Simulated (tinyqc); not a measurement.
MOS inversion layer, Poisson-Schroedinger loop: one step of the calculation.

Electrons confined at an insulator interface at z = 0, treated as a hard wall; parabolic valleys, Hartree approximation, no image or exchange terms. The depletion charge lies far deeper than the electrons and gives a uniform field q Nd/(eps0 eps_r); the gate balances all charge. Energies are counted from the band edge at the interface.

Task. Fermi level and occupations. Level k holds N_k = D_k Vt ln(1 + exp((EF - E_k)/Vt)) with D = 2 md1 m0 q/(pi hbar^2) for the set A, D = 4 md2 m0 q/(pi hbar^2) for the set B per eV (spin included); EF is fixed by sum N_k = Ns.

Values chosen for this exercise; masses and permittivity close to those of silicon (100):
- T = 77 K (temperature)
- md1 = 0.188 m0 (in-plane density-of-states mass of set A)
- md2 = 0.412 m0 (in-plane density-of-states mass of set B)
- Ns = 3.9e12 cm^-2 (sheet density of electrons)

Constants: q = 1.602176634e-19 C, kB = 1.380649e-23 J/K, hbar = 1.054571817e-34 J s, m0 = 9.1093837015e-31 kg, Vt = kB T/q. Results are converted to the units shown.

levels (eV): A1 0.06753754, A2 0.11679201, B1 0.18631308, B2 0.27269542

Find: EF; N_k.

Result.

EF = 0.092047 eV
N_k (cm^-2): A1 3.8753e12, A2 2.4728e10, B1 3.0893e6, B2 6.8547

tinyqc, about 1 s, one thread, Intel Xeon 2.30GHz (shared host): `OMP_NUM_THREADS=1 python tinyqc.py 2160112 2160113 out.jsonl`
